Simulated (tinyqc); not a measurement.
# Changing the silicon available t_Si

Model: thermodynamics of metal silicides: hull, first phase, silicon consumed, nucleation and stability against SiO2. Computed by tinyqc, a small Python program. Command: `OMP_NUM_THREADS=1 python tinyqc.py 3020203 3020204 out.jsonl silphase sweep`. One thread of a shared host (Intel(R) Xeon(R) Processor @ 2.30GHz), about 0.01 s of CPU time with the checks.

Entropies of formation of the solids are neglected, so heats stand for free energies. Si fractions: M2Si 0.3333, MSi 0.5000, MSi2 0.6667.

Inputs (values chosen for the exercise, for a model metal): heat of formation of M2Si = -50 kJ/mol atoms; heat of formation of MSi = -54.4 kJ/mol atoms; heat of formation of MSi2 = -24.7 kJ/mol atoms; molar volume of M = 9.09 cm^3/mol; molar volume of Si = 12.06 cm^3/mol; metal thickness t = 27 nm.

Phases: M2Si, MSi, MSi2.

Method. A phase is stable if it lies below every straight line between a phase on its left and one on its right (M and Si at zero). Distance = its heat less the lowest such line, negative for a stable phase. Overall Si fraction x0 = (t_Si/V_Si)/(t_Si/V_Si + t/V_M). In equilibrium the two stable phases that bracket x0 share the atoms by the lever rule.

One run for each value:
```
silicon available t_Si (nm)  overall Si fraction x0  share of atoms in the Si-richer phase
8.1                                         0.18442                                0.55326
22.3                                        0.38368                                0.30206
36.5                                        0.50469                                0.00938
50.6                                        0.58550                                0.17100
64.8                                        0.64400                                0.28799
79.0                                        0.68802                                0.37605
93.2                                        0.72236                                0.44472
107.0                                       0.74919                                0.49837
122.0                                       0.77302                                0.54605
```

What does the table show, and why?

Over the rows, overall Si fraction x0 rises from 0.184 to 0.773 (exponent d ln y / d ln x 0.72 between the first rows and 0.24 between the last); share of atoms in the Si-richer phase goes from 0.553 through a minimum among these rows, 0.00938 at 36.5, to 0.546. The share restarts from zero each time x0 passes the composition of a stable phase.

Extremes, crossings and ranges named in words are read from the listed rows.
